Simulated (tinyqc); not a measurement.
Correlation length: interface roughness in a thin film (subband fluctuation and scattering).

Square well of width t, barriers V0, c = hbar^2/2m0: E1 solves k t + 2 atan[(k/mz)/(kappa/mb)] = pi, k = sqrt(mz E/c), kappa = sqrt(mb (V0 - E)/c). One interface is rough, so the subband edge fluctuates by G dt with G = |dE1/dt| (central difference of 0.01 angstrom; 2 E1/t for hard walls).

Gaussian roughness spectrum S(q) = pi D^2 Lc^2 exp(-q^2 Lc^2/4). Degenerate gas, taken to fill one subband (the second starts to fill once c kF^2/md exceeds E2 - E1, which is not tested here): kF = sqrt(2 pi Ns/gv), q = 2 kF sin(theta/2), 1/tau = (md/(2 pi c hbar)) G^2 times the integral from 0 to pi of S(q)(1 - cos theta)/eps(q)^2 dtheta, eps(q) = 1 + qs/q with screening (qs = gv md q0/(c eps), q0 = e^2/(4 pi eps0), form factors left out, which overstates the screening; other scattering is left out too, so these values lie far above measured mobilities in all but the thinnest films) or 1 without; mobility = tau c2/md with c2 = e/m0 = 1.75882e15 cm^2/(V s^2); 1e12/cm^2 = 1e-4/angstrom^2.

Constants: hbar^2/2m0 = 3.80998211 eV angstrom^2; hbar = 6.58211957e-16 eV s; e^2/(4 pi eps0) = 14.39964547 eV angstrom.

Parameters, chosen for this exercise (near those of a thin Ge channel on (111), one valley; not measured data): t = 38 angstrom (film thickness); mz = 1.631 m0 (confinement mass); V0 = 2.29 eV (barrier); mb = 0.29 m0 (barrier mass); md = 0.081 m0 (mass in the plane); gv = 1 (valleys); D = 1.7 angstrom (rms height of the roughness); Ns = 1.8 x 1e12/cm^2 (sheet density); eps = 12.2 (mean dielectric constant at the channel); Ll = (5, 10, 16, 25, 40, 65, 100) angstrom (correlation lengths).

Fixed D; bare and screened mobility.

Results:

| Lc (angstrom) | kF Lc | bare mobility (cm^2/(V s)) | screened mobility (cm^2/(V s)) |
|---|---|---|---|
| 5 | 0.17 | 9.79e+06 | 2.06e+07 |
| 10 | 0.34 | 2.61e+06 | 5.52e+06 |
| 16 | 0.54 | 1.16e+06 | 2.47e+06 |
| 25 | 0.84 | 6.41e+05 | 1.39e+06 |
| 40 | 1.35 | 5.18e+05 | 1.19e+06 |
| 65 | 2.19 | 8.26e+05 | 2.41e+06 |
| 100 | 3.36 | 1.49e+06 | 6.69e+06 |

The bare mobility is lowest at Lc = 40 angstrom of those listed (kF Lc = 1.35). The screened mobility is lowest at Lc = 40 angstrom of those listed (kF Lc = 1.35). Short roughness averages out (mobility as 1/Lc^2; the first two rows give exponent -1.91), and long roughness deflects only by small angles (bare mobility rising as Lc; the last two rows give 1.37).

Program tinyqc; command `OMP_NUM_THREADS=1 python tinyqc.py 1250012 1250013 out.jsonl`; about 0.01 s on one thread of a shared Intel(R) Xeon(R) Processor @ 2.30GHz.
